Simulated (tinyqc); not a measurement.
Electron mobility in a silicon inversion layer, empirical terms and Matthiessen rule: effect of the inversion density.

Inversion layer of sheet density Ns on a uniformly doped body. The mobility terms are empirical power laws with prefactors chosen for the exercise; adding their inverses (Matthiessen) is itself an approximation.

ni = sqrt(Nc Nv) exp(-Eg/(2 Vt)), Eg in volts; Ndep = sqrt(2 eps0 eps_r Nb (2 Vt ln(Nb/ni) + Vsb)/q); E = q (Ndep + eta Ns)/(eps0 eps_r), in MV/cm. With t = T/(300 K): muC = Ac (Ns/1e12 cm^-2) t/(Nb/1e17 cm^-3 + Nit/1e11 cm^-2), muP = Ap E^(-1/3) t^(-1.75), muS = As E^(-gs); 1/mu is the sum of the inverses.

Values chosen for this exercise; material values close to those of silicon:
```
symbol,value,unit,meaning
T,300,K,temperature
Eg,1.13,eV,band gap
eps_r,11.9,,relative permittivity of the semiconductor
Nc,2.83e19,cm^-3,conduction-band density of states at T
Nv,2.64e19,cm^-3,valence-band density of states at T
Nb,5.3e17,cm^-3,body doping
Vsb,0.6,V,reverse body bias
eta,0.5,,weight of the inversion charge in the effective field
Ap,449,cm^2/(V s),phonon-limited mobility at 1 MV/cm and 300 K
As,929,cm^2/(V s),roughness-limited mobility at 1 MV/cm
gs,2,,exponent of the roughness term
Ac,2500,cm^2/(V s),Coulomb prefactor
Nit,3.2e11,cm^-2,charge at the interface
```

Constants: q = 1.602176634e-19 C, kB = 1.380649e-23 J/K, Vt = kB T/q, eps0 = 8.8541878128e-14 F/cm where lengths are in cm. Results are converted to the units shown.

Effect of the inversion density:
```
Ns (cm^-2)  E (MV/cm)  muC (cm^2/(V s))  muP (cm^2/(V s))  muS (cm^2/(V s))  mu (cm^2/(V s))
2e11           0.5112             58.82             561.6              3555            52.46
3.6e11         0.5233             105.9             557.2              3392            86.70
6.3e11         0.5439             185.3             550.1              3141            132.7
1.1e12         0.5796             323.5             538.5              2765            188.3
2e12           0.6480             588.2             518.9              2212            245.1
3.6e12         0.7697              1059             489.9              1568            276.0
6.3e12         0.9750              1853             452.8             977.3            265.2
1.1e13          1.332              3235             408.0             523.4            214.1
2e13            2.017              5882             355.4             228.4            135.8
```

Read the table: what changes, and by how much?

As Ns goes from 2e11 to 2e13 cm^-2, E rises from 0.511 to 2.02 MV/cm and mu goes from 52.5 through a maximum of 276 (at Ns = 3.6e12 cm^-2 among the rows listed) to 136 cm^2/(V s). The smallest term is the Coulomb one in the first row and the roughness one in the last. Screening lifts the Coulomb term as Ns grows while the field presses the carriers to the interface, hence the maximum. At Ns = 2e13 cm^-2 E passes 1.5 MV/cm, beyond the usual range of such laws.

tinyqc, about 0.03 s, one thread, Intel Xeon 2.30GHz (shared host): `OMP_NUM_THREADS=1 python tinyqc.py 2510080 2510081 out.jsonl`
